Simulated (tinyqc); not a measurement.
Precursor delivery by bubblers, mass-transport growth and the solid composition of a III-V alloy: one step, computed by the program tinyqc.

1 sccm = 44.615 micromol/min; 1 torr = 133.322 Pa. The sources decompose fully at the surface.

Problem. Bubblers. log10 p_v = a - b/T_bath; molar flow = F x 44.615 x p_v/(p_b - p_v) for a saturated bubbler.

Inputs (values chosen for the exercise, modelled on trimethylgallium (source 1) and trimethylindium (source 2) for the vapour pressures):
```
quantity              value  unit
bath temperature T1     273     K
bath temperature T2     306     K
bubbler pressure p_b    760  torr
carrier flow F1         8.4  sccm
carrier flow F2          30  sccm
```

constants a, b of source 1 (log10 torr, K): 8.099  1703

constants a, b of source 2 (log10 torr, K): 10.55  3014

Give: vapour pressure 1; molar flow 1; vapour pressure 2; molar flow 2.

Solution.

vapour pressure 1 = 72.595 torr

molar flow 1 = 39.578 micromol/min

vapour pressure 2 = 5.0156 torr

molar flow 2 = 8.8918 micromol/min

One kelvin of bath error changes flow 1 by 5.8 % and flow 2 by 7.5 %.
